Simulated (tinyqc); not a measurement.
Gas flow in a process chamber: flow regimes, conductance, effective pumping speed, pump-down, outgassing and purge: one step, computed by the program tinyqc. Command: `OMP_NUM_THREADS=1 python tinyqc.py 3121532 3121533 out.jsonl pump walk`. One thread of a shared host (Intel(R) Xeon(R) Processor @ 2.30GHz), about 0.09 s of CPU time with the checks.

Ideal gas, isothermal flow, a pump of constant speed at the end of a round pipe; process gas, volume gas and outgassing are given the same properties. 1 sccm = 101325 Pa x 1e-6 m^3/60 s x T/273.15 K.

Problem. Molecular flow. Mean speed c = sqrt(8 k_B T/(pi m)); aperture conductance C_a = c pi d^2/16; molecular pipe C_m = C_a/(1 + 3 l/(4 d)) (Dushman form); viscous pipe C_v = pi d^4 p_mean/(128 eta l); Knudsen interpolation C = C_v + C_m (1 + x)/(1 + 1.24 x), x = d p_mean sqrt(m/(k_B T))/eta. Effective speed 1/S_eff = 1/S + 1/C_m; time constant V/S_eff; pressure at which the free path k_B T/(sqrt2 pi d_m^2 p) equals d.

Inputs (values chosen for the exercise, modelled on nitrogen near room temperature):
```
quantity            value   unit
molar mass M        28.01  g/mol
molecular diameter   0.37     nm
temperature T         300      K
chamber volume V       11      L
pipe diameter d         4     cm
pipe length l         100     cm
pump speed S           13    L/s
```

Constants: k_B = 1.380649e-23 J/K; u = 1.6605390666e-27 kg.

Give: mean speed c; C_a; C_m; S_eff in molecular flow; time constant; pressure where the free path equals d.

Solution.

mean speed c = 476.2 m/s

C_a = 149.6 L/s

C_m = 7.575 L/s

S_eff in molecular flow = 4.786 L/s

time constant = 2.298 s

pressure where the free path equals d = 0.1702 Pa

The pipe passes on 37 % of the pump speed.
